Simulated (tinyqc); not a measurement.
# Remanence, coercive field and barrier from the coefficients

Question. u = al P^2 + be P^4 - E P (P in uC/cm^2, E in kV/cm, u in mJ/cm^3). Find Pr, the polarisation Pc at which dE/dP = 0, Ec and the barrier u(0) - u(Pr).

al = -43.301270 kV cm/uC
be = 0.0022090231 kV cm^5/uC^3

Answer. Pr^2 = -al/(2 be), Pc^2 = -al/(6 be), Ec = -(4/3) al Pc and the barrier is al^2/(4 be).

Pr = 99.0 uC/cm^2
Pc = 57.2 uC/cm^2
Ec = 3.30e3 kV/cm
barrier = 2.12e5 mJ/cm^3

Numbers from tinyqc (`OMP_NUM_THREADS=1 python tinyqc.py 2860031 2860032 out.jsonl`; about 0.06 s on one thread of a shared Intel Xeon 2.30GHz).
